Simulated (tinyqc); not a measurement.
Minority carriers and saturation current of a heavily doped emitter: one step of the calculation.

n-type, parabolic bands, full ionisation. eta = (EF - Ec)/kB T solves N = Nc F12(eta), F12(x) = (2/sqrt(pi)) int_0^infinity sqrt(u)/(1 + exp(u - x)) du. The gap shrinks rigidly by dEg = E1 [ln(N/N0) + sqrt(ln^2(N/N0) + 0.5)], an empirical law that is here taken as the true narrowing.

Question. Fermi level. Newton step on ln F12(eta) = ln(N/Nc): eta(new) = eta - ln(Nc F12/N) F12/Fm, Fm(x) = dF12/dx = (1/sqrt(pi)) int_0^infinity u^(-1/2)/(1 + exp(u - x)) du.

Parameters, values chosen for the exercise:

| symbol | value | unit | meaning |
|---|---|---|---|
| Nc | 2.79e19 | cm^-3 | conduction-band density of states at 300 K |
| N | 2.3e20 | cm^-3 | ionised donor density |

eta at the start (Boltzmann value) = 2.1095

Find: F12; Fm; eta after iteration 1.

Answer.

F12 = 2.987
Fm = 1.510
eta after iteration 1 = 4.118

Range of the model: Band tails, non-parabolic bands and incomplete ionisation are left out.

Program tinyqc, `OMP_NUM_THREADS=1 python tinyqc.py 2330022 2330023 out.jsonl`; Intel Xeon 2.30GHz, shared host, one thread, about 0.01 s.
